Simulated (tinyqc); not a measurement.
CIS on RHF in the 6-31g basis, for H2, spin multiplicity 1, step by step. One step of it, computed by the program tinyqc.

Question. CIS matrix, triplets. A(ia,jb) = (e_a - e_i) d_ij d_ab - (ij|ab).

orbital energies (hartree): MO1 -0.514740, MO2 0.152362, MO3 0.931649, MO4 1.129201

Two-electron integrals over orbitals (pq|rs), unique and non-zero (hartree):
```
(11|11) 0.554567    (21|21) 0.111805    (22|11) 0.440252    (22|22) 0.403300
(31|11) 0.128566    (31|22) 0.070611    (31|31) 0.091377    (32|21) 0.015692
(32|32) 0.039204    (33|11) 0.498904    (33|22) 0.405744    (33|31) 0.118019
(33|33) 0.474542    (41|21) -0.079926   (41|32) -0.052388   (41|41) 0.105884
(42|11) -0.134807   (42|22) -0.074797   (42|31) -0.081042   (42|33) -0.120929
(42|42) 0.083565    (43|21) -0.124923   (43|32) -0.044156   (43|41) 0.124109
(43|43) 0.179248    (44|11) 0.554464    (44|22) 0.447662    (44|31) 0.164530
(44|33) 0.527058    (44|42) -0.159987   (44|44) 0.612918
```

Give: CIS matrix A, triplet.

Answer.

CIS matrix A, triplet (hartree), order 1>2, 1>3, 1>4:
$$\begin{pmatrix}
0.2269 & 0.0000 & 0.1348 \\
0.0000 & 0.9475 & 0.0000 \\
0.1348 & 0.0000 & 1.0895
\end{pmatrix}$$
